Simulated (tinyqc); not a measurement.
Polarisation charge from two barrier thicknesses.

Inverse problem. Voff = phiB - dEc - q sigma d/(eps0 eb). Find sigma, phiB - dEc and the thickness at which Voff = 0.

Constants: q = 1.602176634e-19 C, eps0 = 8.8541878128e-14 F/cm where lengths are in cm. Results are converted to the units shown.

Voff at d = 18 and 29 nm (V): -7.1722367  -11.973270
eb = 9.2238000

Solution. Voff is a straight line in d: its slope is -q sigma/(eps0 eb) and its intercept phiB - dEc.

sigma = 2.22e13 cm^-2
phiB - dEc = 0.684 V
thickness for Voff = 0 = 1.57 nm

tinyqc, about 0.01 s, one thread, Intel Xeon 2.30GHz (shared host): `OMP_NUM_THREADS=1 python tinyqc.py 2180016 2180017 out.jsonl`
